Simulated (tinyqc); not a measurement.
Inside a calculation. Method: FCI on RHF in the 3-21g basis, for H2, spin multiplicity 1. One step of it, computed by the program tinyqc.

Problem. FCI: determinants and Hamiltonian. Slater-Condon rules over spin orbitals, with the nuclear repulsion added and E(HF) subtracted on the diagonal. Only determinants linked to the reference directly or through others are kept (one block of an abelian symmetry group), so some states are absent.

one-electron integrals over orbitals h = C^T H C (hartree):
```
           1          2          3         4
1  -1.120421   0.000000  -0.137370  0.000000
2   0.000000  -0.604604   0.000000  0.194167
3  -0.137370   0.000000   0.074176  0.000000
4   0.000000   0.194167   0.000000  0.249713
```

Two-electron integrals over orbitals (pq|rs), unique and non-zero (hartree):
```
(11|11) 0.586530    (21|21) 0.110501    (22|11) 0.458182    (22|22) 0.420292
(31|11) 0.137370    (31|22) 0.069300    (31|31) 0.098504    (32|21) 0.008425
(32|32) 0.037459    (33|11) 0.532923    (33|22) 0.424755    (33|31) 0.126791
(33|33) 0.508645    (41|21) -0.080021   (41|32) -0.048592   (41|41) 0.110385
(42|11) -0.137094   (42|22) -0.071848   (42|31) -0.082197   (42|33) -0.123041
(42|42) 0.082187    (43|21) -0.123116   (43|32) -0.037420   (43|41) 0.127629
(43|43) 0.180546    (44|11) 0.594478    (44|22) 0.470234    (44|31) 0.177349
(44|33) 0.566774    (44|42) -0.165959   (44|44) 0.665110
```

nuclear repulsion = 0.55469309 hartree

Hartree-Fock energy = -1.09961878 hartree

Give: determinants; H - E(HF) between determinants.

Solution.

Occupation strings over the orbitals (2 doubly, a alpha, b beta, 0 empty; spin orbitals ordered 1a 1b 2a 2b ...): 2000 a0b0 b0a0 0200 0a0b 0020 0b0a 0002

H - E(HF) between determinants (hartree):
```
         2000     a0b0     b0a0     0200     0a0b     0020     0b0a     0002
2000   0.0000   0.0000   0.0000   0.1105  -0.0800   0.0985   0.0800   0.1104
a0b0   0.0000   1.1410  -0.0985   0.0084  -0.1231  -0.0106   0.0486   0.1276
b0a0   0.0000  -0.0985   1.1410  -0.0084   0.0486   0.0106  -0.1231  -0.1276
0200   0.1105   0.0084  -0.0084   0.8654   0.1223   0.0375  -0.1223   0.0822
0a0b  -0.0800  -0.1231   0.0486   0.1223   1.7697  -0.0374  -0.0822   0.0282
0020   0.0985  -0.0106   0.0106   0.0375  -0.0374   2.3113   0.0374   0.1805
0b0a   0.0800   0.0486  -0.1231  -0.1223  -0.0822   0.0374   1.7697  -0.0282
0002   0.1104   0.1276  -0.1276   0.0822   0.0282   0.1805  -0.0282   2.8188
```
